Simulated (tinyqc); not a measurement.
# Changing the C12

Model: anisotropic elasticity and sound waves of a cubic crystal. Computed by tinyqc, a small Python program. Command: `OMP_NUM_THREADS=1 python tinyqc.py 3020049 3020050 out.jsonl cubicelastic sweep`. One thread of a shared host (Intel(R) Xeon(R) Processor @ 2.30GHz), about 0.01 s of CPU time with the checks.

Voigt order 1..6 = xx, yy, zz, yz, xz, xy, with engineering shear strains. The rotated frame has x' as named, z' along the wafer normal and y' = z' x x'.

Inputs (values chosen for the exercise, modelled on tantalum):
```
quantity                                value   unit
C11                                     260.9    GPa
C44                                     83.83    GPa
expansion coefficient of the film         6.2  ppm/K
expansion coefficient of the substrate    2.6  ppm/K
cooling Delta T                           500      K
```

Frame: (112) wafer, x' along [1-10].

direction cosines a (rows x', y', z' in the cube axes):
```
            x           y           z
x'  0.7071068  -0.7071068   0.0000000
y'  0.5773503   0.5773503  -0.5773503
z'  0.4082483   0.4082483   0.8164966
```

Method:
- S11 = (C11 + C12)/D, S12 = -C12/D, D = (C11 - C12)(C11 + 2 C12), S44 = 1/C44. Zener ratio A = 2 C44/(C11 - C12); S0 = S11 - S12 - S44/2; H = 2 C44 + C12 - C11.
- C'_ijkl = C12 delta_ij delta_kl + C44 (delta_ik delta_jl + delta_il delta_jk) - H sum_m a_im a_jm a_km a_lm.
- Invert C' to S'. E along x' = 1/S'11, along y' = 1/S'22; Poisson ratios nu(x'y') = -S'12/S'11 and nu(x'z') = -S'13/S'11; in-plane shear modulus 1/S'66.
- On cooling, a thick substrate imposes eps_1 = eps_2 = (alpha_film - alpha_substrate) Delta T and eps_6 = 0; the free surface sets sigma_3 = sigma_4 = sigma_5 = 0, which fixes eps_3, eps_4, eps_5. Biaxial modulus M = (sigma_1 + sigma_2)/(2 eps); energy density M eps^2. Elastic response and constant coefficients are assumed.

One run for each value:
```
C12 (GPa)  E along x' (GPa)  biaxial modulus M (GPa)  Zener ratio A  nu(x'z')  in-plane shear modulus (GPa)
13.0                 207.62                   241.17         0.6763   0.10476                        106.90
40.8                 212.19                   262.21         0.7617   0.16510                         99.66
68.5                 213.39                   277.85         0.8714   0.21821                         91.69
124.0                205.99                   293.45         1.2247   0.32062                         72.91
152.0                195.97                   291.98         1.5396   0.37910                         61.65
179.0                179.99                   282.17         2.0471   0.44827                         49.37
207.0                152.25                   258.53         3.1106   0.54692                         34.83
235.0                101.28                   209.71         6.4734   0.70625                         18.03
```

What does the table show, and why?

Over the rows, E along x' (GPa) goes from 208 through a maximum among these rows, 213 at 68.5, to 101; biaxial modulus M (GPa) goes from 241 through a maximum among these rows, 293 at 124, to 210; Zener ratio A rises from 0.676 to 6.47 (exponent d ln y / d ln x 0.10 between the first rows and 5.8 between the last). As C12 nears C11 the shear constant (C11 - C12)/2 vanishes, and directions that use it turn soft. Left out: 96.2 (the crystal is unstable or isotropic).

Caution (all rows): the thermal stress of this film exceeds 200 MPa, which can relax by slip, cracking or buckling in a real film.

Extremes, crossings and ranges named in words are read from the listed rows.
